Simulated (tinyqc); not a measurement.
# A barrier in a uniform field, exact transmission by Airy functions: effects of single changes

The left lead has its band edge at 0, the barrier edge falls as U(x) = U0 - F x with F = V/d for 0 < x < d, and the right lead has its edge at -V. No transverse momentum; C = hbar^2/(2 m0); psi and psi'/m are continuous. M carries (psi, psi'/m) across the barrier.

Values chosen for this exercise; masses and offsets of a made-up heterostructure; the mass of the right lead is set freely: mass in the left lead mL = 0.027 m0; barrier edge at x = 0 U0 = 1.1 eV; mass in the barrier m1 = 0.15 m0; electron energy E = 0.583 eV; barrier width d = 4.7 nm; voltage across the barrier V = 0.87 V; mass in the right lead mR = 0.05 m0.

Constants: q = 1.602176634e-19 C, hbar = 1.054571817e-34 J s, m0 = 9.1093837015e-31 kg, hbar^2/(2 m0) = 0.0380998212 eV nm^2. Results are converted to the units shown.

Each table varies one quantity; the others keep the values above.

## Exact and WKB transmission against voltage

Energy scale e = (C F^2/m1)^(1/3), z(x) = (U(x) - E)/e, s = (dz/dx)/m1 = -F/(e m1); v = k/m in a lead. With a = Ai, a' = Ai', b = Bi, b' = Bi' at z1 (left edge) and z2 (right edge): M11 = pi (a2 b1' - b2 a1'), M12 = (pi/s)(b2 a1 - a2 b1), M21 = pi s (a2' b1' - b2' a1'), M22 = pi (b2' a1 - a2' b1). With M acting on (psi, psi'/m) and v = k/m in each lead, T(E) = 4 vL vR/[(vL vR M12 - M21)^2 + (vR M11 + vL M22)^2]. WKB: exp(-S), S = (4/(3 F)) sqrt(m1/C) [max(U0 - E, 0)^1.5 - max(U0 - F d - E, 0)^1.5].

Exact and WKB transmission against voltage:
```
V (V)        z2  T(E), exact   exp(-S)   ratio
0.155     5.558     8.333e-6  4.335e-6   1.922
0.28      2.453     1.780e-5  1.137e-5   1.566
0.405    0.9065     4.055e-5  3.493e-5   1.161
0.53   -0.08795     1.008e-4  1.631e-4  0.6181
0.655   -0.8107     2.839e-4  8.614e-4  0.3295
0.78     -1.375     9.715e-4  0.002669  0.3640
0.905    -1.837     0.004675  0.006051  0.7726
1.03     -2.229      0.03448   0.01125   3.066
1.155    -2.568      0.03593   0.01828   1.966
1.28     -2.868      0.02045   0.02702  0.7570
1.405    -3.136      0.01915   0.03726  0.5141
1.529    -3.378      0.02475   0.04865  0.5086
1.654    -3.602      0.04122   0.06114  0.6743
```

What does the table show?

The exact T(E) moves up and down between 8.33e-6 and 0.0412. The ratio to WKB lies between 0.330 and 3.07. For V above U0 - E = 0.517 V (z2 < 0) the ratio turns 3 time(s) among the rows: the wave runs freely over the last part of the barrier and is partly reflected at x = d, and the two waves interfere. In 10 of the 13 rows electrons enter the light-mass collector with more than 1 eV, far outside a parabolic band.

## Staircase approximation against the exact result

For the pair (psi, psi'/m) a flat layer has M = [[cos kd, (m/k) sin kd], [-(k/m) sin kd, cos kd]] with k = sqrt(m (E - U)/C) above its edge U, and M = [[cosh Kd, (m/K) sinh Kd], [(K/m) sinh Kd, cosh Kd]] with K = sqrt(m (U - E)/C) below it. The sloping barrier is cut into n slices of width d/n, each flat at U(x) of its centre, later slices to the left in the product. The error is against the Airy result: Energy scale e = (C F^2/m1)^(1/3), z(x) = (U(x) - E)/e, s = (dz/dx)/m1 = -F/(e m1); v = k/m in a lead.

Staircase approximation against the exact result:
```
n        T(E)  error (%)
1    0.001614      -43.8
2    0.003879       35.1
4    0.003011       4.89
8    0.002893      0.774
16   0.002876      0.165
32   0.002872     0.0396
64   0.002871    9.79e-3
128  0.002871    2.44e-3
```

What does the comparison show?

The exact value is 0.0028708. One slice is off by -44 % and 128 slices by 0.0024 %; the last doubling cuts the error by a factor of 4.0, as expected of a second-order rule. The error stays below 1 % from n = 8 on. In every row electrons enter the light-mass collector with more than 1 eV, far outside a parabolic band.

## Effect of the width at fixed voltage

Same model as above.

Results:
```
d (nm)  T(E), exact   exp(-S)   ratio
2.4         0.02476   0.06634  0.3733
3.1         0.01139   0.03007  0.3787
3.8        0.005815   0.01363  0.4267
4.6        0.003075  0.005517  0.5574
6          0.001546  0.001133   1.364
6.8        0.001378  4.588e-4   3.004
7.5        9.711e-4  2.080e-4   4.670
```

Estimate the missing row, d = 5.3 nm.

Computed row:
```
d (nm)  T(E), exact   exp(-S)   ratio
5.3        0.002015  0.002501  0.8059
```

With this row back in the table: The exact T(E) falls from 0.0248 to 9.71e-4, on average 0.276 decades a nanometre; WKB loses 0.491, the same in every interval because S is proportional to d at fixed V. The ratio lies between 0.373 and 4.67. In every row electrons enter the light-mass collector with more than 1 eV, far outside a parabolic band.

Range of the model: Masses are held fixed, although real bands cease to be parabolic a few tenths of an eV from their edges.

Computed by the program tinyqc: `OMP_NUM_THREADS=1 python tinyqc.py 2580118 2580119 out.jsonl`, one thread of a shared Intel Xeon 2.30GHz, about 0.01 s for the whole run.
